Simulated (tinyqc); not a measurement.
Off-state leakage of single and stacked transistors: one step of the calculation.

n-channel devices of unit width. Subthreshold current I(Vg, Vs, Vd) = I0 (T/300 K)^0.5 exp[(Vg - Vs - VT(T) - gb (Vs - Vb) + dd (Vd - Vs))/(nf Vt)] (1 - exp(-(Vd - Vs)/Vt)), VT(T) = VT - cT (T - 300 K). Gate-edge tunnelling Ig (Vd/1 V) exp(ag (Vd - 1 V)), for a gate at 0 V, and band-to-band leakage Ab u exp(-Bb/u), u = Vd - Vb + 1 V, flow at a drain held at V; both are taken as independent of T. In a stack of off transistors (all gates at 0 V) the same subthreshold current passes through each.

Question. New Vx. Stack of two, Vx the node between them: I_low = I(0, 0, Vx), I_up = I(0, Vx, V), f = ln(I_up/I_low), f' = -(1 + gb + 2 dd)/(nf Vt) - 1/(Vt (exp(Vx/Vt) - 1)) - 1/(Vt (exp((V - Vx)/Vt) - 1)), Vx(new) = Vx - f/f'.

Inputs (values chosen for the exercise); values of the order met in bulk silicon logic transistors: temperature T = 330 K; supply voltage V = 0.9 V; threshold at 300 K, zero drain and body bias VT = 0.26 V; fall of the threshold with temperature cT = 1 mV/K; current at threshold at 300 K I0 = 0.31 uA/um; slope factor nf = 1.35; drain-induced lowering per volt dd = 0.06; rise of the threshold per volt of source-body bias gb = 0.24; body voltage Vb = -0.3 V.

Constants: q = 1.602176634e-19 C, kB = 1.380649e-23 J/K, Vt = kB T/q. Results are converted to the units shown.

Vx at the start = 0.04 V

Wanted: I_low; I_up; f; f'; Vx after iteration 1.

Answer.

I_low = 0.1002 nA/um
I_up = 0.1313 nA/um
f = 0.2706
f' = -46.84 1/V
Vx after iteration 1 = 0.04578 V

Program tinyqc, `OMP_NUM_THREADS=1 python tinyqc.py 2242183 2242184 out.jsonl`; Intel Xeon 2.30GHz, shared host, one thread, about 0.03 s.
